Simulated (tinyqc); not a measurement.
Schottky barrier on an n-type semiconductor with a doping step, non-linear Poisson equation by Newton steps: two steps of the calculation.

One dimension, metal at x = 0, donor density C(x) = N1 for x < x1 and Nd beyond. Energies are counted from the electron Fermi level of the semiconductor and the conduction-band edge is Ec = -psi, so n = Nc exp(psi/Vt); holes follow the Fermi level of the metal, at -V, so p = Nv exp((V - psi - Eg)/Vt). Ends: psi(0) = V - phiB and psi = Vt ln(Nd/Nc) deep inside. Boltzmann statistics, full ionisation, no current, no image force in the Poisson equation.

Inputs (values chosen for the exercise); band and dielectric values those of a made-up semiconductor:
- T = 300 K (temperature)
- Eg = 1.27 eV (band gap)
- eps_r = 14.8 (relative permittivity)
- Nc = 2.89e19 cm^-3 (conduction-band density of states at T)
- Nv = 2.54e19 cm^-3 (valence-band density of states at T)
- Nd = 7e15 cm^-3 (donor density deep in the semiconductor)
- phiB = 0.68 eV (barrier height)
- V = -2.7 V (bias of the metal against the semiconductor)

Constants: q = 1.602176634e-19 C, kB = 1.380649e-23 J/K, Vt = kB T/q, eps0 = 8.8541878128e-14 F/cm where lengths are in cm. Results are converted to the units shown.

Task 1. End potentials, built-in voltage, Debye length. psi_0 = V - phiB, psi_b = Vt ln(Nd/Nc), Vbi = phiB - Vt ln(Nc/Nd), LD = sqrt(eps0 eps_r Vt/(q Nd)), W = sqrt(2 eps0 eps_r (Vbi - V)/(q Nd)), hole density at the metal p_0 = Nv exp((phiB - Eg)/Vt).

Find: psi_0; psi_b; Vbi; LD; W for uniform Nd; p_0.

Result 1.

psi_0 = -3.380 V
psi_b = -0.2152 V
Vbi = 0.4648 V
LD = 54.96 nm
W for uniform Nd = 860.0 nm
p_0 = 3.114e9 cm^-3

The hole density at the metal is 4.4e-7 times Nd, so holes hardly matter.

Task 2. Converged densities, field and barrier lowering. n and p as above; E_i = -(psi_(i+1) - psi_i)/h_i; at the metal |E_0| = |E on interval 0| + q rho_0 (h_0/2)/(eps0 eps_r), rho_0 = p_0 - n_0 + C_0; image-force lowering dphi = sqrt(q |E_0|/(4 pi eps0 eps_r)).

| node | x (nm) | converged psi (V) | donor density C (cm^-3) |
|---|---|---|---|
| 0 | 0 | -3.3800000 | 2.1e15 |
| 1 | 68 | -3.0346168 | 2.1e15 |
| 2 | 145 | -2.6578546 | 2.1e15 |
| 3 | 231 | -2.2550511 | 2.1e15 |
| 4 | 328 | -1.8235146 | 2.1e15 |
| 5 | 438 | -1.3633748 | 2.1e15 |
| 6 | 561 | -0.8856467 | 7e15 |
| 7 | 700 | -0.5016169 | 7e15 |
| 8 | 856 | -0.2675476 | 7e15 |
| 9 | 1030 | -0.2197041 | 7e15 |
| 10 | 1230 | -0.2155204 | 7e15 |
| 11 | 1450 | -0.2152504 | 7e15 |
| 12 | 1710 | -0.2152362 | 7e15 |
| 13 | 1990 | -0.2152357 | 7e15 |
| 14 | 2310 | -0.2152357 | 7e15 |

Give: n; p; field E; |E_0| at the metal; image-force lowering.

Result 2.

| node | n (cm^-3) | p (cm^-3) |
|---|---|---|
| 0 | 4.780e-38 | 3.114e9 |
| 1 | 3.031e-32 | 4910 |
| 2 | 6.470e-26 | 0.002300 |
| 3 | 3.782e-19 | 3.935e-10 |
| 4 | 6.717e-12 | 2.215e-17 |
| 5 | 3.608e-4 | 4.125e-25 |
| 6 | 3.825e4 | 3.890e-33 |
| 7 | 1.082e11 | 1.376e-39 |
| 8 | 9.253e14 | 1.608e-43 |
| 9 | 5.889e15 | 2.527e-44 |
| 10 | 6.923e15 | 2.150e-44 |
| 11 | 6.996e15 | 2.127e-44 |
| 12 | 7.000e15 | 2.126e-44 |
| 13 | 7.000e15 | 2.126e-44 |
| 14 | 7.000e15 | 2.126e-44 |

| interval | field E (kV/cm) |
|---|---|
| 0 | -50.79 |
| 1 | -48.93 |
| 2 | -46.84 |
| 3 | -44.49 |
| 4 | -41.83 |
| 5 | -38.84 |
| 6 | -27.63 |
| 7 | -15.00 |
| 8 | -2.75 |
| 9 | -0.21 |
| 10 | -0.01 |
| 11 | 0.00 |
| 12 | 0.00 |
| 13 | 0.00 |

|E_0| at the metal = 51.66 kV/cm
image-force lowering = 22.42 mV

Numbers from tinyqc (`OMP_NUM_THREADS=1 python tinyqc.py 2020072 2020073 out.jsonl`; about 0.1 s on one thread of a shared Intel Xeon 2.30GHz).
